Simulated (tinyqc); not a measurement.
## Doping and flat-band voltage from two insulator thicknesses

Problem. A junctionless wire is fully depleted at VT = Vfb - q Nd R^2/(4 eps0 eps_r) - q Nd R^2 ln(1 + tox/R)/(2 eps0 eox). Find Nd and Vfb.

Inputs (values chosen for the exercise); material values close to those of gallium nitride: relative permittivity of the semiconductor eps_r = 9.49; relative permittivity of the gate insulator eox = 3.9; wire radius R = 10 nm.

Constants: q = 1.602176634e-19 C, eps0 = 8.8541878128e-14 F/cm where lengths are in cm. Results are converted to the units shown.

VT at tox = 2.1 and 4.6 nm (V): [0.30622715, -0.10334242]

Solution. The difference of the thresholds is proportional to Nd and holds no Vfb.

Nd = 9.40e18 cm^-3
Vfb = 1.17 V

tinyqc, about 0.01 s, one thread, Intel Xeon 2.30GHz (shared host): `OMP_NUM_THREADS=1 python tinyqc.py 2460078 2460079 out.jsonl`
